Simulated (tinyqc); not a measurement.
Weaire-Thorpe hybrids on a Bethe lattice: gap and dangling bond of an amorphous tetrahedral solid: one step. The self-energy at one energy. Two cases, with inputs chosen for the exercise.

Task: S = V2^2 g is a quadratic A S^2 + B S + C = 0 with A = a + V1, B = -(a (a + 4 V1) + V2^2), C = V2^2 (a + 3 V1), a = z - V1. Of the two roots take the one with Im S < 0 (if both qualify, the decaying one, with the smaller |V1 V2 g/(b + 3 V1)|).

Four sp3 hybrids an atom at energy 0, coupled by -V1 on the atom and by -V2 along a bond; the bonds form a tree (no rings). For any network the gap runs at least from -V2 + V1 to V2 - 3 V1, and p-like states pile up at -V2 + V1 and V2 + V1. On the tree the gap is wider: it ends at Ec = -V1 + sqrt(V2^2 + 4 V1^2 - 2 sqrt3 V1 V2), which makes it well wider than the gaps of the real glasses. A branch seen from a hybrid has the self-energy S = V2^2 g, where g is the Green function of the hybrid across the bond, whose three partners carry S themselves. With a = z - V1, b = a - S: g = 1/(a + V1 b/(b + 3 V1)), z = E + i eta. A full atom has G = (1/b)(b + 3 V1)/(b + 4 V1) per hybrid; a dangling hybrid with shift dh has G = 1/(1/g - dh).

Give: A, B, C; roots; S.

Case 1.

Values chosen (of the size of tabulated hybrid energies for amorphous germanium; the results hold for these values, not for the real material): V1 = 1.83 eV (coupling of two hybrids on one atom); V2 = 4.16 eV (coupling of the two hybrids of a bond); E = -0.21 eV (energy); eta = 0.02 eV (broadening).

Result:

A, B, C: -0.2100+0.0200i  -6.5340-0.0648i  59.7043+0.3461i

roots (eV): 7.3826+0.0994i  -38.1881-3.3418i

S = -38.1881-3.3418i eV

Case 2.

Values chosen (of the size of tabulated hybrid energies for amorphous silicon; the results hold for these values, not for the real material): V1 = 1.84 eV (coupling of two hybrids on one atom); V2 = 4.53 eV (coupling of the two hybrids of a bond); E = -3.22 eV (energy); eta = 0.05 eV (broadening).

Result:

A, B, C: -3.2200+0.0500i  -8.8804+0.1380i  9.4396+1.0260i

roots (eV): 0.8197+0.0828i  -3.5776-0.0828i

S = -3.5776-0.0828i eV

Computed by tinyqc, one run a case: `OMP_NUM_THREADS=1 python tinyqc.py N N+1 out.jsonl` with N = 1480030, 1480049; one thread of a shared Intel(R) Xeon(R) Processor @ 2.30GHz, about 0.04 s a run at most.
